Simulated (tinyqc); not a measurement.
# All-pass ring resonator: what changes with what

A ring of length L = 2 pi Rr coupled to one bus waveguide: round-trip amplitude a = 10^(-al L/20), self-coupling t = sqrt(1 - k2). At detuning d from the resonance the round-trip phase is p = 2 pi d/FSR and the transmission T = (a^2 - 2 a t cos p + t^2)/(1 - 2 a t cos p + a^2 t^2). Lossless coupler, linear absorption only.

Inputs (values chosen for the exercise); values close to those of silicon waveguides: cold resonance wavelength lam = 1550 nm; ring radius Rr = 7.5 um; group index ng = 4.39; propagation loss al = 13 dB/cm; power coupling k2 = 0.021; thermo-optic change of the effective index dT = 0.00016 1/K; thermal resistance Rt = 3.2 K/mW; share of the loss that heats the ring fa = 0.46; input power Pin = 0.25 mW.

Constants: c = 299792458 m/s. Results are converted to the units shown.

Each table varies one quantity; the others keep the values above.

## Effect of the propagation loss

FSR = lam^2/(ng L), finesse F = pi sqrt(a t)/(1 - a t), FWHM = FSR/F, Q = lam/FWHM, Tmin = (a - t)^2/(1 - a t)^2, power build-up k2 a^2/(1 - a t)^2, optical bandwidth c/(lam Q).

The same in every row: t = 0.98944.

Effect of the propagation loss:
```
al (dB/cm)        a       Q       Tmin  build-up  bandwidth (GHz)
1.6         0.99913   36525    0.72041    160.91           5.2955
2.9         0.99843   34410    0.55020    142.72           5.6208
5.3         0.99713   31088    0.32902    116.34           6.2215
9.7         0.99475   26413    0.11355    83.780           7.3226
17          0.99082   21139  0.0049020    53.450           9.1496
32          0.98279   14989   0.058212    26.655           12.904
57          0.96955   10094    0.23913    11.926           19.161
100         0.94719  6463.0    0.45258    4.7763           29.926
```

As al goes from 1.6 to 100 dB/cm, Q falls from 36500 to 6460, Tmin goes from 0.720 through a minimum of 0.00490 (at al = 17 dB/cm among the rows listed) to 0.453 and the build-up falls from 161 to 4.78. The ring is overcoupled (t < a) in 5 of the 8 rows; the dip is deepest where t and a cross.

## Effect of the power coupling

Same model as above.

The same in every row: a = 0.99297.

Results:
```
k2            t       Q       Tmin  build-up  bandwidth (GHz)
0.0018  0.99910   52717    0.59828    28.278           3.6689
0.003   0.99850   49011    0.42095    40.761           3.9464
0.0051  0.99745   43634    0.21894    54.981           4.4327
0.015   0.99247   28700  0.0011895    70.310           6.7393
0.025   0.98742   21271   0.080879    64.700           9.0928
0.043   0.97826   14444    0.26426    51.791           13.391
0.074   0.96229  9215.9    0.47597    36.888           20.987
0.13    0.93274  5466.5    0.66583    23.523           35.381
```

Estimate the missing row, k2 = 0.0087.

Computed row:
```
k2            t      Q      Tmin  build-up  bandwidth (GHz)
0.0087  0.99564  36710  0.055214    66.507           5.2688
```

With this row back in the table: As k2 goes from 0.0018 to 0.13, Q falls from 52700 to 5470, Tmin goes from 0.598 through a minimum of 0.00119 (at k2 = 0.015 among the rows listed) to 0.666 and the build-up goes from 28.3 through a maximum of 70.3 (at k2 = 0.015 among the rows listed) to 23.5. The ring is overcoupled (t < a) in 5 of the 9 rows; the dip is deepest where t and a cross.

## Line shape, cold and heated

FSR = lam^2/(ng L). The lost power (1 - T) Pin heats the ring by Rt fa (1 - T) Pin and shifts the resonance to longer wavelength by s = (lam dT/ng) times that rise; d = dl - s. The hot columns give T for the smallest and the largest self-consistent shift.

Line shape, cold and heated:
```
dl (pm)  T, cold  roots  smallest s (pm)  T there  largest s (pm)  T there
-98       0.9041      1            1.924   0.9074           1.924    0.9074
-52       0.7287      1            4.936   0.7626           4.936    0.7626
-26       0.4129      1            9.219   0.5565           9.219    0.5565
0        0.04059      1            16.06   0.2275           16.06    0.2275
20        0.3024      1            19.95  0.04059           19.95   0.04059
39        0.6046      1            11.76   0.4343           11.76    0.4343
59        0.7751      1            5.398   0.7403           5.398    0.7403
85        0.8766      1            2.713   0.8695           2.713    0.8695
120       0.9338      1            1.406   0.9324           1.406    0.9324
160       0.9616      1           0.8056   0.9612          0.8056    0.9612
```

Read the table: what changes, and by how much?

The cold line has FWHM = 65.3 pm and its dip at dl = 0; heated, the deepest listed dip lies at dl = 20 pm, and the largest possible shift is 19.9 pm, 0.31 FWHM. No listed row is bistable.

Computed by the program tinyqc: `OMP_NUM_THREADS=1 python tinyqc.py 2650018 2650019 out.jsonl`, one thread of a shared Intel Xeon 2.30GHz, about 0.01 s for the whole run.
